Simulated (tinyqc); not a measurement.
Yield per ion against the flux ratio: ion-assisted plasma etching: sheath, surface coverage, synergy and aspect-ratio dependence. Computed by tinyqc, a small Python program. Command: `OMP_NUM_THREADS=1 python tinyqc.py 3007557 3007558 out.jsonl etch walk`. One thread of a shared host (Intel(R) Xeon(R) Processor @ 2.30GHz), about 0.04 s of CPU time with the checks.

Radicals adsorb on bare sites; ions remove covered sites with a high yield and bare sites by sputtering; a slow spontaneous reaction acts everywhere, walls included.

Inputs (values chosen for the exercise, close to those used for silicon in a halogen plasma):
```
quantity,value,unit
plasma density n_e,1.6e+10,1/cm^3
electron temperature T_e,4.1,eV
ion mass M_i,80,u
sheath voltage V,390,V
radical density n,1e+14,1/cm^3
radical mass M_n,80,u
gas temperature T_g,350,K
sticking coefficient s,0.16,-
radicals per removed unit x,2,-
yield slope b,0.18,eV^(-1/2)
threshold E_th,20,eV
sputter slope b_p,0.028,eV^(-1/2)
sputter threshold E_p,31,eV
spontaneous reaction probability k_c,1.2e-05,-
solid density N,5e+22,1/cm^3
ion temperature T_i,0.51,eV
```

Feature: long trench.

Constants: e = 1.602176634e-19 C; u = 1.6605390666e-27 kg; k_B = 1.380649e-23 J/K; eps_0 = 8.8541878128e-12 F/m.

Method:
- Bohm speed u_B = sqrt(e T_e/M_i); ion flux G_i = 0.61 n_e u_B; radical flux G_n = n c/4 with c = sqrt(8 k_B T_g/(pi M_n)).
- Debye length lambda_D = sqrt(eps_0 T_e/(e n_s)) with n_s = 0.61 n_e, T_e in volts; Child-law sheath d = (sqrt2/3) lambda_D (2 V/T_e)^(3/4); ion energy E = V + T_e/2; angular spread = arctan(sqrt(T_i/E)).
- Yields: Y = b (sqrt(E) - sqrt(E_th)) on covered sites, Y_p = b_p (sqrt(E) - sqrt(E_p)) on bare ones (zero below threshold).
- Steady coverage: s G_n (1 - theta) = x Y G_i theta; removal flux = Y G_i theta + Y_p G_i (1 - theta) + k_c G_n; rate = flux/N, 1 cm/s = 6e8 nm/min.
- The ion flux is fixed and the radical flux set by the ratio; the removal per ion is the removal flux over G_i.

yield Y = 2.75906

sputter yield Y_p = 0.398510

ion flux G_i = 2.17034e+15 1/(cm^2 s)

Open field:
```
G_n/G_i,theta,rate (nm/min),removal per ion
0.3,0.00862,10.909,0.4189
1,0.02818,12.111,0.4650
3,0.08003,15.300,0.5874
10,0.22478,24.201,0.9292
30,0.46520,38.988,1.4970
100,0.74356,56.123,2.1549
300,0.89689,65.612,2.5193
1000,0.96666,70.120,2.6924
3000,0.98863,72.096,2.7682
```

What follows from these numbers?

Coverage reaches one half at G_n/G_i = x Y/s = 34.5. Below that the ion-assisted part follows the radical flux, on top of the sputter floor Y_p = 0.399; above it the ion-assisted part saturates at Y = 2.76 per ion. Caution: a sheath of several millimetres is collisional at usual pressures, which lowers the ion energy and widens the angles.
